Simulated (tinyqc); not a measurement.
## Memristor with linear dopant drift, Biolek window: one period

A film of thickness D has a doped share x: R = Ron x + Roff (1 - x), i = v/R, dx/dt = k i F with k = mv Ron/D^2 and F = 1 - x^(2 p) for i >= 0 and 1 - (x - 1)^(2 p) for i < 0. The drive is v = V0 sin(2 pi f t). The model has no threshold and no heating.

Step h = 1/(12 f), from t = j h. With g(t, x) = dx/dt: k1 = g(t, x), k2 = g(t + h/2, x + h k1/2), k3 = g(t + h/2, x + h k2/2), k4 = g(t + h, x + h k3), x(new) = x + h (k1 + 2 k2 + 2 k3 + k4)/6.

The 12 Runge-Kutta steps against a converged integration; i uses the converged x.

Parameters, values chosen for the exercise:
- Ron = 100 ohm (resistance of the fully doped film)
- Roff = 40000 ohm (resistance of the undoped film)
- D = 15 nm (film thickness)
- mv = 9.5e-15 m^2/(V s) (dopant mobility)
- x0 = 0.2 (doped share at t = 0)
- V0 = 1.1 V (amplitude)
- p = 5 (window exponent)
- f = 0.34 Hz (frequency)

One period:
```
j	v (V)	x, coarse steps	x, converged	i (uA)
0	0.000	0.2000	0.2000	0.00
1	0.550	0.2091	0.2091	17.37
2	0.953	0.2347	0.2347	31.10
3	1.100	0.2710	0.2710	37.69
4	0.953	0.3093	0.3093	34.44
5	0.550	0.3387	0.3387	20.77
6	0.000	0.3498	0.3498	0.00
7	-0.550	0.3388	0.3388	-20.77
8	-0.953	0.3100	0.3100	-34.48
9	-1.100	0.2729	0.2729	-37.79
10	-0.953	0.2384	0.2384	-31.25
11	-0.550	0.2147	0.2147	-17.50
12	0.000	0.2063	0.2063	0.00
```

The current vanishes with the voltage (pinched loop). At the same voltage, j = 2 and 4, it is 31.1 uA on the way up and 34.4 uA on the way down. x peaks at 0.3498 at half period and ends at 0.2063, not at its starting value: this window differs for the two directions of the current. The coarse steps miss by at most 4.8e-6.

Program tinyqc, `OMP_NUM_THREADS=1 python tinyqc.py 2880149 2880150 out.jsonl`; Intel Xeon 2.30GHz, shared host, one thread, about 0.3 s.
